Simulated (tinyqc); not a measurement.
Adsorption as a lattice gas: isotherms with interactions, competition, desorption peaks and saturation dose: one step, computed by the program tinyqc. Command: `OMP_NUM_THREADS=1 python tinyqc.py 3015319 3015320 out.jsonl adsorb walk`. One thread of a shared host (Intel(R) Xeon(R) Processor @ 2.30GHz), about 0.2 s of CPU time with the checks.

One adsorbate per site; a molecule needs 2 empty sites. Gas and surface have the same temperature.

Problem. Coverage with interactions. With u = w/(k_B T). Mean field: theta/(1 - theta) = y exp(-z u theta). Quasi-chemical: theta/(1 - theta) = y [(r - 1 + 2 theta)(1 - theta)/((r + 1 - 2 theta) theta)]^(-z/2) exp(-z u/2), r = sqrt(1 - 4 theta (1 - theta)(1 - exp(-u))).

Inputs (values chosen for the exercise, for a model surface): pair energy w (positive repels) = -0.025 eV; neighbours z = 4; temperature T = 493 K.

Adsorption: dissociative (second order).

y = 11.33819

Constants: k_B = 8.617333262e-05 eV/K.

Give: u; coverage, mean field; coverage, quasi-chemical.

Solution.

u = -0.5885

coverage, mean field = 0.9915

coverage, quasi-chemical = 0.9915
